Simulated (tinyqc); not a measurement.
Bethe-Salpeter matrix of a two-band chain (Tamm-Dancoff form): one step. The singlet matrix. Three cases, with inputs chosen for the exercise.

Problem. Fill in H.

One valence and one conduction band, lattice period 1, mesh k = 2 pi j/N. Pair energies D(k) = Eg + 2 t sum(1 - cos k), t = tc + tv. Screened attraction W(R) = U at R = 0 and V/|R| otherwise, R over the N cells with the nearest image; W(q) = sum_R W(R) cos(q R). H(k, k') = D(k) delta - W(k - k')/Nk + 2 J/Nk for singlets (J = 0 for triplets), Nk the number of k points. With a constant transition dipole the strength of a state is f = (sum_k A_k)^2/Nk, and the f sum to 1.

Case 1.

Values chosen:
- Eg = 5.6 eV (quasiparticle gap)
- tc = 0.31 eV (conduction hopping)
- tv = 0.61 eV (valence hopping)
- U = 0.44 eV (attraction in the same cell)
- V = 0.13 eV (attraction at one cell distance)
- J = 0.07 eV (exchange in the same cell)
- N = 7 (k points along each axis)

Case 2.

Values chosen:
- Eg = 4.8 eV (quasiparticle gap)
- tc = 0.48 eV (conduction hopping)
- tv = 0.22 eV (valence hopping)
- U = 1.86 eV (attraction in the same cell)
- V = 0.91 eV (attraction at one cell distance)
- J = 0.28 eV (exchange in the same cell)
- N = 5 (k points along each axis)

Case 3.

Values chosen:
- Eg = 3.9 eV (quasiparticle gap)
- tc = 0.12 eV (conduction hopping)
- tv = 0.47 eV (valence hopping)
- U = 0.43 eV (attraction in the same cell)
- V = 0 eV (attraction at one cell distance)
- J = 0.28 eV (exchange in the same cell)
- N = 9 (k points along each axis)

Give: H.

Solution.

Case 1.

H (eV):
```
         j0       j1       j2       j3       j4       j5       j6
j0   5.4890  -0.0507  -0.0256  -0.0182  -0.0182  -0.0256  -0.0507
j1  -0.0507   6.1818  -0.0507  -0.0256  -0.0182  -0.0182  -0.0256
j2  -0.0256  -0.0507   7.7385  -0.0507  -0.0256  -0.0182  -0.0182
j3  -0.0182  -0.0256  -0.0507   8.9868  -0.0507  -0.0256  -0.0182
j4  -0.0182  -0.0182  -0.0256  -0.0507   8.9868  -0.0507  -0.0256
j5  -0.0256  -0.0182  -0.0182  -0.0256  -0.0507   7.7385  -0.0507
j6  -0.0507  -0.0256  -0.0182  -0.0182  -0.0256  -0.0507   6.1818
```

Case 2.

H (eV):
```
         j0       j1       j2       j3       j4
j0   3.9940  -0.2252  -0.0218  -0.0218  -0.2252
j1  -0.2252   4.9614  -0.2252  -0.0218  -0.0218
j2  -0.0218  -0.2252   6.5266  -0.2252  -0.0218
j3  -0.0218  -0.0218  -0.2252   6.5266  -0.2252
j4  -0.2252  -0.0218  -0.0218  -0.2252   4.9614
```

Case 3.

H (eV):
```
        j0      j1      j2      j3      j4      j5      j6      j7      j8
j0  3.9144  0.0144  0.0144  0.0144  0.0144  0.0144  0.0144  0.0144  0.0144
j1  0.0144  4.1905  0.0144  0.0144  0.0144  0.0144  0.0144  0.0144  0.0144
j2  0.0144  0.0144  4.8895  0.0144  0.0144  0.0144  0.0144  0.0144  0.0144
j3  0.0144  0.0144  0.0144  5.6844  0.0144  0.0144  0.0144  0.0144  0.0144
j4  0.0144  0.0144  0.0144  0.0144  6.2033  0.0144  0.0144  0.0144  0.0144
j5  0.0144  0.0144  0.0144  0.0144  0.0144  6.2033  0.0144  0.0144  0.0144
j6  0.0144  0.0144  0.0144  0.0144  0.0144  0.0144  5.6844  0.0144  0.0144
j7  0.0144  0.0144  0.0144  0.0144  0.0144  0.0144  0.0144  4.8895  0.0144
j8  0.0144  0.0144  0.0144  0.0144  0.0144  0.0144  0.0144  0.0144  4.1905
```

Computed by tinyqc, one run a case: `OMP_NUM_THREADS=1 python tinyqc.py N N+1 out.jsonl` with N = 1280264, 1280574, 1281083; one thread of a shared Intel(R) Xeon(R) Processor @ 2.30GHz, about 0.1 s a run at most.
